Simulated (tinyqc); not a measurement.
What each parameter does: linear model of a band gap against the share of exact exchange.

E(alpha) = E0 + S alpha. A wider gap screens less, modelled in the Penn form eps(alpha) = 1 + (e0 - 1)(EP/(EP + S alpha))^2 with a scale EP chosen for the exercise. A dielectric-dependent hybrid takes alpha = 1/eps.

Inputs chosen for the exercise (of the order of those of Al2O3; not measured data): E0 = 5.98 eV (gap of the semi-local functional); S = 9.01 eV (slope dE/d(alpha)); e0 = 3.5 (optical dielectric constant at alpha = 0); EP = 26.5 eV (energy scale of the screening).

Fixed point alpha = 1/eps(alpha), gap and eps there. Each row changes one parameter from the base and keeps the others.

Results:
```
case            alpha  E (eV)    eps
base           0.3312   8.964  3.020
E0 = 6.578 eV  0.3312   9.562  3.020
S = 9.911 eV   0.3364   9.314  2.972
e0 = 3.15      0.3710   9.323  2.695
EP = 23.85 eV  0.3370   9.017  2.967
```

The largest shifts from the base row, up to three for each result and ties (the steps differ in size, so this ranks the rows, not the parameters). alpha: e0 +0.0398, EP +0.0058, S +0.0053; unchanged at the printed digits by E0. E (eV): E0 +0.598, e0 +0.359, S +0.350. eps: e0 -0.324, EP -0.052, S -0.047; unchanged at the printed digits by E0.

Computed by tinyqc, a small Python program: `OMP_NUM_THREADS=1 python tinyqc.py 1880339 1880340 out.jsonl` (the numbers bound the seed that draws the inputs); one thread of a shared host (Intel(R) Xeon(R) Processor @ 2.30GHz), about 0.01 s for the whole set of steps.
